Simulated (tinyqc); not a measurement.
Inter-valley coupling by envelope functions against a chain of atomic planes, step by step. Values are carried at full precision from step to step, so a last printed digit may differ when a step is redone from the rounded ones.

Chain: E(phi) = e0 + 2 v cos(phi) + 2 u cos(2 phi), cos(phi0) = -v/(4u), e0 = 2u + v^2/(4u); plane j = 0, 1, ... has the potential V_j = dE x_j + F (j - 30) a/4 (1 MV/m = 1e-4 V/angstrom). There are 30 barrier planes a side; with y = j - 29.5, x_j = xb (f(y) + f(Nw - y)), f(y) = 1/(1 + exp(y/L)), plus any Ge added in the well. The valley splitting is the spacing of the two lowest levels. Envelope theory: F_j solves a one-valley chain with hopping -b and diagonal 2b + V_j, b = 4u sin^2(phi0), sum F_j^2 = 1; the valleys couple by Dv = sum_j F_j^2 V_j exp(-2 i phi0 j) and split by 2|Dv|.

Constants: hbar^2/2m0 = 3.80998211 eV angstrom^2.

Values chosen for the exercise (near those of the Delta valleys of silicon in a SiGe well; not measured data):
- a = 5.431 angstrom (lattice constant; planes lie a/4 apart)
- u = 0.604 eV (second-neighbour hopping)
- v = 0.527 eV (nearest hopping)
- Nw = 44 (planes in the well)
- L = 1.5 planes (interface width)
- xb = 0.24 (Ge fraction of the barriers)
- dE = 0.52 eV (offset per unit Ge fraction)
- F = 0 MV/m (field)
- js = 62 (plane j of a Ge spike (the well starts at j = 30))
- xs = 0.16 (Ge fraction added on that plane)

## Valley phase, mass and the wavelengths that couple the valleys

phi0; b = 4u sin^2(phi0); mass m/m0 = c/(b (a/4)^2), c = hbar^2/2m0. A potential couples the valleys if its phase advances by 2 phi0 a plane, or, since only whole planes count, by 2 pi - 2 phi0: periods pi/phi0 and pi/(pi - phi0) planes.

phi0 = 1.79069 rad
b = 2.30105 eV
mass = 0.8982 m0

periods (planes): pi/phi0 1.7544, pi/(pi - phi0) 2.3256

longer period = 3.1575 angstrom

## The smooth well

Lowest doublet of the chain and the envelope result.

level (meV): chain 9.030, envelope 9.050

splitting (micro-eV): chain 0.0286, envelope 0.0297

planes covered, 1/sum F^4 = 34.05
largest F_j^2 = 0.03947

The levels agree within 0.02 meV. A graded interface has little Fourier weight at 2 phi0, so the splitting is a small remainder of cancelling terms; the envelope value is 1.04 times that of the chain.

## One plane of added Ge, to first order

F_j^2 of the smooth well on that plane = 0.02471

F_j is the envelope on plane j (sum F_j^2 = 1) and Dv the coupling of the two valleys, which split by 2|Dv|. A single plane has Fourier weight at all wavelengths: it adds dE xs F_j^2 to |Dv|, so the splitting is about 2 dE xs F_j^2 if this term rules, and the mean of the doublet rises by dE xs F_j^2.

splitting = 4113 micro-eV
rise of the mean level = 2.056 meV

The chain with the spike gives 2981 micro-eV and a rise of 1.490 meV; the envelope solved with the spike gives 2917. First order is +38 % off: the state draws back from the spike, which the envelope solved anew includes.

## Checks

- Splitting with a weak spike (0.02) on plane j = 44 from the envelope against the chain (micro-eV): both 630.

(tinyqc, `OMP_NUM_THREADS=1 python tinyqc.py 1481356 1481357 out.jsonl`, Intel(R) Xeon(R) Processor @ 2.30GHz, 1 thread, shared host, about 0.1 s.)
